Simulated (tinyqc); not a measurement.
# Deep-level transient spectroscopy, step by step

Numbers from tinyqc (`OMP_NUM_THREADS=1 python tinyqc.py 2050140 2050141 out.jsonl`; about 0.01 s on one thread of a shared Intel Xeon 2.30GHz). Printed values are rounded.

Schottky contact on an n-type layer with shallow donors Nd (all ionised) and a donor-like deep trap, neutral when filled and positive when empty; depletion approximation. Traps within lam of the depletion edge stay filled. A long pulse to Vp fills the traps beyond x1 = Wp - lam; back at Vr those between x1 and x2 = Wr - lam emit. A rate window reads S = C(t2) - C(t1).

Inputs (values chosen for the exercise); material values close to those of silicon: relative permittivity eps_r = 11.5; conduction-band density of states at 300 K Nc = 2.8e19 cm^-3; thermal velocity at 300 K vth = 2.4e7 cm/s; shallow donor density Nd = 5.1e14 cm^-3; built-in voltage Vbi = 0.71 V; depth of the trap below the conduction edge Et = 0.39 eV; capture cross-section sn = 9.9e-17 cm^2; trap density Nt = 3.1e13 cm^-3; reverse bias Vr = 7.1 V; reverse bias during the filling pulse Vp = 0.2 V; first sampling time t1 = 0.2 ms; second sampling time t2 = 0.8 ms; temperature of the transient T = 263 K.

Constants: q = 1.602176634e-19 C, kB = 1.380649e-23 J/K, eps0 = 8.8541878128e-14 F/cm where lengths are in cm. Results are converted to the units shown.

## Emission rate and rate window

Emission rate en = sn vth(T) Nc(T) exp(-Et/kB T) = sn g T^2 exp(-Et/kB T), g = vth Nc/(300 K)^2, as vth goes as T^0.5 and Nc as T^1.5 (degeneracy factor 1). For an exponential transient S peaks where en = ew = ln(t2/t1)/(t2 - t1).

g = 7.46667e21 cm^-2 s^-1 K^-2
en = 1718.85 1/s
1/en = 0.581784 ms
ew = 2310.49 1/s

## Widths

lam = sqrt(2 eps0 eps_r (EF - ET)/(q Nd)), EF - ET = Et - (kB T/q) ln(Nc(T)/Nd), Nc(T) = Nc (T/300 K)^1.5. In the steady state at the band bending V, 2 eps0 eps_r V/q = Nd W^2 + Nt (W - lam)^2 (the second term only if W > lam). V = Vbi + Vr gives Wr and V = Vbi + Vp gives Wp; x1 = max(Wp - lam, 0).

lam = 605.569 nm
Wr = 4316.00 nm
Wp = 1490.10 nm
x1 = 884.536 nm
x2 = 3710.43 nm
G = (x2^2 - x1^2)/Wr^2 = 0.697068

The rule Nt = 2 Nd |dC|/C assumes G = 1 and would understate Nt by a factor of about 1/G = 1.43 here (the limit of small Nt/Nd).

## The transient

| sample | t (ms) |
|---|---|
| 0 | 0 |
| 1 | 0.1 |
| 2 | 0.2 |
| 3 | 0.5 |
| 4 | 0.8 |
| 5 | 1.6 |
| 6 | 4 |

W(t)^2 = Wr^2 + (Nt/Nd)(x2^2 - x1^2) exp(-en t), C = eps0 eps_r/W; for small Nt, dC/C = -(Nt/2 Nd) G exp(-en t) with G = (x2^2 - x1^2)/Wr^2. S = C(t2) - C(t1).

| sample | C (nF/cm^2) | C - C(final) (pF/cm^2) |
|---|---|---|
| 0 | 2.31076 | -48.4465 |
| 1 | 2.31821 | -40.9938 |
| 2 | 2.32454 | -34.6618 |
| 3 | 2.33832 | -20.8816 |
| 4 | 2.34667 | -12.5355 |
| 5 | 2.35602 | -3.1882 |
| 6 | 2.35915 | -0.0516 |

S = 22.1263 pF/cm^2

## Step 1: peak temperature

T at the start = 300 K

Fixed-point step for en(T) = ew: T(new) = (Et q/kB)/ln(sn g T^2/ew), g = vth Nc/(300 K)^2.

T after step 1 = 263.498 K

## Course of the iteration for the peak temperature

Start from 300 K; stop when T changes by less than 1e-8 K.

Course of the iteration:

| step | T (K) | change (K) |
|---|---|---|
| 1 | 263.498 | 36.5 |
| 2 | 267.540 | 4.04 |
| 3 | 267.059 | 0.481 |
| 4 | 267.116 | 0.0567 |
| 5 | 267.109 | 6.69e-3 |
| 6 | 267.110 | 7.90e-4 |
| 7 | 267.110 | 9.32e-5 |
| 8 | 267.110 | 1.10e-5 |
| 9 | 267.110 | 1.30e-6 |
| 10 | 267.110 | 1.53e-7 |
| 11 | 267.110 | 1.81e-8 |
| 12 | 267.110 | 2.14e-9 |

Converged in 12 steps; each multiplies the error by -2 kB T/Et = -0.12.
